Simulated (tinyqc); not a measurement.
Heated strip on a layer stack, thermal resistances with spreading: two steps of the calculation.

A long strip of width ws dissipates Pw per length on three layers over a heat sink. Heat is taken to spread at 45 degrees, so the width of the flow grows by twice the depth: w1 = ws + 2 t1, w2 = w1 + 2 t2, w3 = w2 + 2 t3 at the bottoms of the layers. This is a rule of thumb, not a solution of the heat equation.

Parameters, values chosen for the exercise; conductivities close to those of germanium (layer 1), silicon (layer 2) and solder (layer 3):
- T0 = 323 K (heat-sink temperature)
- ws = 9.4 um (width of the heated strip)
- Pw = 1.4 W/mm (power per length of the strip)
- t1 = 1.6 um (thickness of layer 1)
- k1 = 60.9 W/(m K) (conductivity of layer 1)
- Rb = 26 m^2 K/GW (boundary resistance between layers 1 and 2)
- t2 = 50 um (thickness of layer 2)
- k2 = 159 W/(m K) (conductivity of layer 2 at 300 K)
- p = 1.3 (exponent in k2(T) = k2 (300 K/T)^p)
- t3 = 30 um (thickness of layer 3)
- k3 = 55.7 W/(m K) (conductivity of layer 3)

Problem 1. Thermal resistances. Resistances times length: layer i, ln(w_i/w_(i-1))/(2 k_i) with w0 = ws; boundary, Rb/w1.

Find: resistance times length.

Solution 1.

resistance times length (K mm/W): layer 1 2.4055, boundary 2.0635, layer 2 6.8872, layer 3 3.8342

The largest part, 45.3 % of the sum, is layer 2.

Problem 2. Temperatures. From the sink upward: Ta = T0 + Pw R3; across layer 2 the Kirchhoff transform gives Tb^(1-p) = Ta^(1-p) + (1 - p)(300 K)^(-p) Pw R2; Tc = Tb + Pw Rboundary; Tj = Tc + Pw R1. With constant k2, Tj would be T0 + Pw times the sum of the resistances.

resistance times length (K mm/W): layer 1 2.4054772, boundary 2.0634921, layer 2 6.8872481, layer 3 3.8342465

Wanted: temperatures; Tj with constant k2.

Solution 2.

temperatures (K): Ta 328.4, Tb 339.4, Tc 342.3, Tj 345.7
Tj with constant k2 = 344.3 K

The rise Tj - T0 is 22.7 K, 6.8 % above the value for constant k2.

Program tinyqc, `OMP_NUM_THREADS=1 python tinyqc.py 2520033 2520034 out.jsonl`; Intel Xeon 2.30GHz, shared host, one thread, about 0.01 s.
